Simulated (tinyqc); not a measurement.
Core-shell quantum dot (spherical envelope functions), step by step. Values are carried at full precision from step to step, so a last printed digit may differ when a step is redone from the rounded ones.

Parabolic bands; strain and other valleys are left out. s states, u = r psi, hard wall at R + H, c = hbar^2/2m0, energies from the band edges of the core. Core: u = sin(k1 r)/k1, k1 = sqrt(m1 E/c). At R, psi and psi'/m are continuous, so u is continuous and its slope in the shell is s = u/R + (m2/m1)(u' - u/R). Shell: u(R + x) = u(R) cos(k2 x) + s sin(k2 x)/k2, k2 = sqrt(m2 (E - V)/c); for negative arguments the functions turn into sinh and cosh. A level has u(R + H) = 0.

Constants: hbar^2/2m0 = 3.80998211 eV angstrom^2; e^2/(4 pi eps0) = 14.39964547 eV angstrom; hc = 1239.841984 eV nm.

Values chosen for the exercise (near those of a Ge/Si core-shell dot; shifted at random, so the results belong to these values and not to a real crystal): R = 39 angstrom (core radius); H = 32 angstrom (shell thickness); Vc = -0.046 eV (conduction edge of the shell above that of the core); me1 = 0.122 m0 (electron, core); me2 = 0.249 m0 (electron, shell); E = 0.05 eV (trial energy of the electron); Vv = 0.584 eV (hole barrier of the shell); mh1 = 0.195 m0 (hole, core); mh2 = 0.397 m0 (hole, shell); Eg = 0.692 eV (gap of the core); eps = 13.3 (dielectric constant).

## Shooting at a trial energy

Carry the electron solution outwards.

k1^2 = 0.0016011 1/angstrom^2
k2^2 = 0.0062740 1/angstrom^2
u(R) = 24.990 angstrom
s = -0.6461
u(R + H) = -25.179 angstrom

u(R + H) is negative: one node has entered, so the lowest level lies below the trial energy.

## Ground states

Find the lowest root for electron and hole, and the share of u^2 inside the core.

Levels:
```
carrier   E (eV)  share in the core
electron  0.0072              0.400
hole      0.0840              0.972
```

The core holds 17 % of the volume. The hole stays in the core while the electron spreads over core and shell (quasi type II behaviour; the line-up itself is of type II).

## Overlap and Coulomb integrals

Overlap = (integral of u_e u_h)^2 with normalised u. Coulomb integrals J_ab = (q/eps) double integral of u_a(r)^2 u_b(s)^2/max(r, s), q = e^2/(4 pi eps0), one eps everywhere. Exciton E = Eg + E_e + E_h - J_eh; first-order biexciton shift J_ee + J_hh - 2 J_eh (positive: repulsive).

Integrate numerically.

overlap = 0.445

J_eh, J_ee, J_hh (meV): 27.8  23.5  40.7

## Exciton and biexciton

Give E, the wavelength hc/E and the biexciton shift.

E = 0.755 eV
wavelength = 1641 nm
biexciton shift = 9 meV

At first order the shift is the Coulomb integral of the net charge density with itself and cannot be negative; correlation, left out here, lowers it, and may reverse a shift as small as this.

## Checks

- Level without offset and mass step against c (pi/(R + H))^2/m, eV: both 0.0611.
- J_ee in that case against 1.786 q/(eps (R + H)), meV: both 27.2.

tinyqc: `OMP_NUM_THREADS=1 python tinyqc.py 1250032 1250033 out.jsonl`; about 0.02 s, one thread, shared Intel(R) Xeon(R) Processor @ 2.30GHz.
